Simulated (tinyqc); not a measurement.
Worked calculation: CCSD on RHF in the sto-3g basis, for H4, spin multiplicity 1. One step of it, computed by the program tinyqc.

Problem. Iteration 2 (converged): orbitals. Diagonalise F' = X^T F X, C = X C', fill 2 alpha and 2 beta electrons from the bottom; D = 2 C_occ C_occ^T. Each column has its largest component positive (the first on a tie).

converged F (hartree), lower triangle:
```
,1H 1s,2H 1s,3H 1s,4H 1s
1H 1s,-0.384247
2H 1s,-0.610820,-0.384247
3H 1s,-0.191218,-0.180416,-0.384247
4H 1s,-0.180416,-0.191218,-0.610820,-0.384247
```

X, lower triangle:
```
,1H 1s,2H 1s,3H 1s,4H 1s
1H 1s,1.269000
2H 1s,-0.478270,1.269000
3H 1s,-0.106945,0.013644,1.269000
4H 1s,0.013644,-0.106945,-0.478270,1.269000
```

Give: F' = X^T F X; orbital energies; coefficients C; D after iteration 2.

Solution.

F' = X^T F X (hartree), lower triangle:
```
,1,2,3,4
1,0.0618
2,-0.6378,0.0618
3,-0.1087,0.0199,0.0618
4,0.0199,-0.1087,-0.6378,0.0618
```

orbital energies (hartree): MO1 -0.6648, MO2 -0.4872, MO3 0.5709, MO4 0.8282

coefficients C:
```
,MO1,MO2,MO3,MO4
1H 1s,0.3487,0.4420,0.8133,0.9339
2H 1s,0.3487,0.4420,-0.8133,-0.9339
3H 1s,0.3487,-0.4420,0.8133,-0.9339
4H 1s,0.3487,-0.4420,-0.8133,0.9339
```

D after iteration 2, lower triangle:
```
,1H 1s,2H 1s,3H 1s,4H 1s
1H 1s,0.6340
2H 1s,0.6340,0.6340
3H 1s,-0.1476,-0.1476,0.6340
4H 1s,-0.1476,-0.1476,0.6340,0.6340
```
